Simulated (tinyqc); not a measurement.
# Nanowire ballistic transistor, top-of-the-barrier model, step by step

Program tinyqc, `OMP_NUM_THREADS=1 python tinyqc.py 2400158 2400159 out.jsonl`; Intel Xeon 2.30GHz, shared host, one thread, about 0.07 s. Printed values are rounded.

At the top of the source barrier, states moving towards the drain are filled by the source (Fermi level 0) and states moving back by the drain (Fermi level -q Vd); nothing scatters. U is the shift of the band edge there, set by the capacitances CG, CD and CS (the total) and by the charge. Parabolic one-dimensional subbands; the source is grounded.

Inputs (values chosen for the exercise); mass and valleys close to those of germanium:
- T = 150 K (temperature)
- m = 0.118 m0 (effective mass)
- gv = 4 (valley degeneracy)
- eox = 3.9 (relative permittivity of the gate insulator)
- tox = 3.1 nm (insulator thickness)
- d = 4 nm (wire diameter)
- dE = 0.15 eV (offset of a second subband (0: none))
- aG = 0.87 (gate control CG/CS)
- aD = 0.054 (drain control CD/CS)
- E0 = 0.3 eV (band edge at the barrier top above the source Fermi level at zero bias)
- Vg = 0.5 V (gate voltage)
- Vd = 0.2 V (drain voltage)

Constants: q = 1.602176634e-19 C, kB = 1.380649e-23 J/K, hbar = 1.054571817e-34 J s, h = 6.62607015e-34 J s, m0 = 9.1093837015e-31 kg, Vt = kB T/q, eps0 = 8.8541878128e-14 F/cm where lengths are in cm. Results are converted to the units shown.

## Density of states, capacitances and charge at zero bias

N0 = gv sqrt(2 m kB T/pi)/hbar, CG = 2 pi eps0 eox/ln(1 + 2 tox/d), CS = CG/aG, n0 = n at U = 0 and Vd = 0. eta1 = -(E0 + U)/Vt, eta2 = eta1 - Vd/Vt, n = (N0/2)[F_(-1/2)(eta1) + F_(-1/2)(eta2)], F_(-1/2)(x) = (1/sqrt(pi)) int_0^infinity u^(-1/2)/(1 + exp(u - x)) du. Each F is summed over the two subbands, F(eta) + F(eta - dE/Vt), which share the mass. UL = -(aG Vg + aD Vd).

N0 = 4.51540e6 cm^-1
CG = 2.31779 pF/cm
CS = 2.66413 pF/cm
n0 = 3.75962e-4 cm^-1
UL = -0.4458 eV

## Iteration 1: self-consistent potential at the barrier top

U at the start (U = UL) = -0.4458 eV

eta1 = -(E0 + U)/Vt, eta2 = eta1 - Vd/Vt, n = (N0/2)[F_(-1/2)(eta1) + F_(-1/2)(eta2)], F_(-1/2)(x) = (1/sqrt(pi)) int_0^infinity u^(-1/2)/(1 + exp(u - x)) du. Each F is summed over the two subbands, F(eta) + F(eta - dE/Vt), which share the mass. U(out) = UL + q (n - n0)/CS. Newton step: U(new) = U + (U(out) - U)/(1 + CQ/CS), CQ = (q/Vt) dn/d(eta1) with both F' summed; F' = dF_(-1/2)/dx.

eta1 = 11.2796
eta2 = -4.19310
n = 9.66292e6 cm^-1
U(out) = 0.135318 eV
CQ = 14.6100 pF/cm
U after iteration 1 = -0.356176 eV

## Iteration 2: self-consistent potential at the barrier top

As before.

eta1 = 4.34601
eta2 = -11.1267
n = 5.17097e6 cm^-1
U(out) = -0.134824 eV
CQ = 8.21017 pF/cm
U after iteration 2 = -0.301947 eV

## Course of the iteration: self-consistent potential at the barrier top

Stop when U changes by less than 1e-9 eV, or after 90 iterations.

Course of the iteration:
```
iteration     U (eV)  |change| (eV)
1          -0.356176         0.0896
2          -0.301947         0.0542
3          -0.312349         0.0104
4          -0.311767        5.81e-4
5          -0.311767        4.05e-7
6          -0.311767       2.34e-13
```

Converged in 6 iterations. At the end the number of correct digits about doubles with each step.

## Current, mean velocity and share of the gate voltage

converged U = -0.311767 eV

N0 = gv sqrt(2 m kB T/pi)/hbar, CG = 2 pi eps0 eox/ln(1 + 2 tox/d), CS = CG/aG, n0 = n at U = 0 and Vd = 0. eta1 = -(E0 + U)/Vt, eta2 = eta1 - Vd/Vt, n = (N0/2)[F_(-1/2)(eta1) + F_(-1/2)(eta2)], F_(-1/2)(x) = (1/sqrt(pi)) int_0^infinity u^(-1/2)/(1 + exp(u - x)) du. Each F is summed over the two subbands, F(eta) + F(eta - dE/Vt), which share the mass. I = gv (2 q^2/h) Vt [ln(1 + exp eta1) - ln(1 + exp eta2)], summed over both subbands. Mean velocity I/(q n). CQ = (q/Vt) dn/d(eta1); the band edge follows the gate as -dU/dVg = aG/(1 + CQ/CS).

eta1 = 0.910326
n = 2.22873e6 cm^-1
I = 5.00170 uA
mean velocity = 1.40072e7 cm/s
CQ = 12.4358 pF/cm
-dU/dVg = 0.153497 eV/V

The carriers from the source are near degeneracy (eta1 = 0.910), and the mean velocity is 1.26 times vT = sqrt(2 kB T/(pi m)) = 1.11e7 cm/s.
